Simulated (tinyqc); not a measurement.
MOS capacitor with interface traps: C-V stretch-out, conductance peak and subthreshold swing. Changing the doping N. Computed by tinyqc, a small Python program. Command: `OMP_NUM_THREADS=1 python tinyqc.py 3025392 3025393 out.jsonl mostraps sweep`. One thread of a shared host (Intel(R) Xeon(R) Processor @ 2.30GHz), about 0.01 s of CPU time with the checks.

Energies at the interface are counted from the valence band. psi > 0 means bending towards depletion, so the surface potential is +psi. Boltzmann statistics, full ionisation, no quantum confinement. Traps are neutral when filled up to E_n, with a sharp (zero-temperature) occupation.

Inputs (values chosen for the exercise, for a model semiconductor):

| quantity | value | unit |
|---|---|---|
| gap E_g | 1.62 | eV |
| electron mass m_e | 0.0701 | m_0 |
| valleys M_c | 1 | - |
| hole mass m_h | 0.552 | m_0 |
| dielectric constant eps_s | 10 | - |
| insulator constant eps_ox | 7.04 | - |
| insulator thickness t_ox | 22 | nm |
| work-function difference phi_ms | -0.52 | V |
| fixed charge N_f | 5.4e+11 | cm^-2 |
| trap density D_0 | 2.8e+12 | cm^-2 eV^-1 |
| neutrality level E_n | 1.06 | eV |
| band bending towards depletion psi | 0.48 | V |
| temperature T | 400 | K |
| edge density D_1 | 1.4e+13 | cm^-2 eV^-1 |
| tail width w | 0.07 | eV |

Substrate: p-type. Trap spectrum: U-shaped.

Constants: m_0 = 9.1093837015e-31 kg; k_B = 1.380649e-23 J/K; h = 6.62607015e-34 J s; k_B = 8.617333262e-05 eV/K; eps_0 = 8.8541878128e-12 F/m; e = 1.602176634e-19 C.

Method:
- N_c = 2 M_c (2 pi m_e k_B T/h^2)^(3/2) and N_v = 2 (2 pi m_h k_B T/h^2)^(3/2), masses in units of m_0.
- n_i = sqrt(N_c N_v) exp(-E_g/2 k_B T); E_F = k_B T ln(N_v/N); phi_B = (k_B T/e) ln(N/n_i); L_D = sqrt(eps_s eps_0 k_B T/(e^2 N)); C_ox = eps_ox eps_0/t_ox.
- With u = psi/k_B T and r = (n_i/N)^2: F = sqrt(exp(-u) + u - 1 + r (exp(u) - u - 1)); Q_s = -sign(u) sqrt(2) eps_s eps_0 (k_B T/e) F/L_D; C_s = (eps_s eps_0/(sqrt(2) L_D)) |1 - exp(-u) + r (exp(u) - 1)|/F; at high frequency, below strong inversion, the terms in r are dropped.
- D(E) = D_0 + D_1 [exp(-E/w) + exp(-(E_g - E)/w)].
- E_F at the interface is E_s = E_F + psi; Q_it = -e int from E_n to E_s of D(E) dE; C_it = e D(E_s) (per volt); V_G = phi_ms + psi - (Q_s + Q_it + e N_f)/C_ox.
- C_LF = [1/C_ox + 1/(C_s + C_it)]^-1; C_HF = [1/C_ox + 1/C_s(HF)]^-1; high-low estimate D = [(1/C_LF - 1/C_ox)^-1 - (1/C_HF - 1/C_ox)^-1]/e; stretch-out |dV_G/d psi| = 1 + (C_s + C_it)/C_ox; swing factor at this bending (the subthreshold swing when psi lies between phi_B and 2 phi_B) S = ln(10) (k_B T/e)(1 + (C_s(HF) + C_it)/C_ox).

One run for each value:

| doping N (cm^-3) | swing factor S (mV/decade) | C_HF (microF/cm^2) | gate voltage V_G (V) | Debye length L_D (nm) |
|---|---|---|---|---|
| 1.00e+14 | 206.17 | 0.00393 | -0.5979 | 436.45 |
| 4.00e+14 | 207.28 | 0.00776 | -0.6610 | 218.23 |
| 2.00e+15 | 210.05 | 0.01679 | -0.7178 | 97.59 |
| 8.00e+15 | 215.05 | 0.03170 | -0.7373 | 48.80 |
| 4.00e+16 | 227.42 | 0.06226 | -0.6865 | 21.82 |
| 2.00e+17 | 255.10 | 0.10949 | -0.4641 | 9.76 |
| 7.00e+17 | 298.69 | 0.15326 | -0.0439 | 5.22 |
| 3.00e+18 | 398.92 | 0.20095 | 1.0001 | 2.52 |

What does the table show?

Over the rows, swing factor S (mV/decade) rises from 206 to 399 (exponent d ln y / d ln x 0.0039 between the first rows and 0.20 between the last); C_HF (microF/cm^2) rises from 0.00393 to 0.201 (exponent d ln y / d ln x 0.49 between the first rows and 0.19 between the last); gate voltage V_G (V) goes from -0.598 through a minimum among these rows, -0.737 at 8.00e15, to 1.00.

Caution (rows 3.00e18): the bulk E_F lies within 3 k_B T of the majority band, where the dopants may be only partly ionised.

Extremes, crossings and ranges named in words are read from the listed rows.
